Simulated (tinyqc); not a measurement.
## Transfer length from front and end resistance

Problem. A contact of length d and width W has Rc = (Rsh Lt/W) coth(d/Lt) and Re = (Rsh Lt/W)/sinh(d/Lt), with Rsh the sheet resistance under the metal and Lt = sqrt(rc/Rsh). Find Lt, Rsh and rc.

Parameters, values chosen for the exercise: contact length d = 0.45 um; contact width W = 120 um.

Rc = 0.52383802 ohm
Re = 0.43312898 ohm

Solution. Rc/Re = cosh(d/Lt) gives Lt, and Re then gives Rsh.

Lt = 0.707 um
Rsh = 50.0 ohm/sq
rc = 2.50e-7 ohm cm^2

Computed by the program tinyqc: `OMP_NUM_THREADS=1 python tinyqc.py 2760025 2760026 out.jsonl`, one thread of a shared Intel Xeon 2.30GHz, about 0.01 s for the whole run.
